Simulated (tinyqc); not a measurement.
Error from band bending against le.

In A the levels shift by pb (1 - z/W)^2 for z < W. The signal from depth z is weighted by exp(-z/le)/le, so the centroid shifts by pb [1 - 2/a + (2/a^2)(1 - exp(-a))], a = W/le, and the error of iA against its value at the interface is that less pb.

Values chosen for this exercise:
```
symbol,value,unit,meaning
pb,0.7,V,band bending in A at the interface
W,80,nm,width of the bent region
```

Error from band bending against le:
```
le (nm)      a  centroid shift (eV)  error (meV)
0.5      160.0               0.6913       -8.695
1.9      42.11               0.6675       -32.46
3.4      23.53               0.6430       -56.97
4.8      16.67               0.6210       -78.96
6.2      12.90               0.5999       -100.1
7.7      10.39               0.5782       -121.8
9.1      8.791               0.5589       -141.1
10.6     7.547               0.5391       -160.9
12       6.667               0.5215       -178.5
```

What does the table show?

The size of the error rises from 8.70 to 179 meV; for large a it is 2 |pb|/a. It is below 50 meV, a typical accuracy of the method, in 2 of the 9 rows. Heavily doped substrates and deep-probing photons need the correction.

tinyqc, about 0.01 s, one thread, Intel Xeon 2.30GHz (shared host): `OMP_NUM_THREADS=1 python tinyqc.py 2410093 2410094 out.jsonl`
